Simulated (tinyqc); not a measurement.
Collinear exchange A + BC -> AB + C on a London-Eyring-Polanyi-Sato surface: saddle, string of images and rate: one step, computed by the program tinyqc.

x = r(AB), y = r(BC), r(AC) = x + y. V is counted from separated atoms, the barrier from A + BC, that is V + D(BC).

Problem. One point of the surface. For each pair, with u = exp(-beta (r - r0)): Q = D [(3 + S) u^2 - (2 + 6 S) u]/(4 (1 + S)), J = D [(1 + 3 S) u^2 - (6 + 2 S) u]/(4 (1 + S)); V = Q1 + Q2 + Q3 - sqrt(((J1 - J2)^2 + (J2 - J3)^2 + (J3 - J1)^2)/2). Take x = r0(AB) + 0.3 and y = r0(BC) + 0.1 angstrom.

Inputs (values chosen for the exercise, bond data loosely for abstraction of hydrogen from a Si-H bond by a hydrogen atom; the barrier is not fitted): D(AB) = 4.73 eV; r0(AB) = 0.742 angstrom; beta(AB) = 1.94 1/angstrom; D(BC) = 3.97 eV; r0(BC) = 1.48 angstrom; beta(BC) = 1.52 1/angstrom; D(AC) = 4.05 eV; r0(AC) = 1.48 angstrom; beta(AC) = 1.52 1/angstrom; Sato parameter S = 0.17.

Give: the table «Pair terms» with the columns u, Q (eV), J (eV), for pair = AB, BC, AC; V.

Solution.

Pair terms:
```
pair        u    Q (eV)   J (eV)
AB    0.55878  -0.70518  -3.1040
BC    0.85899  -0.21642  -3.6746
AC    0.17625  -0.37541  -0.9264
```

V = -3.8090 eV
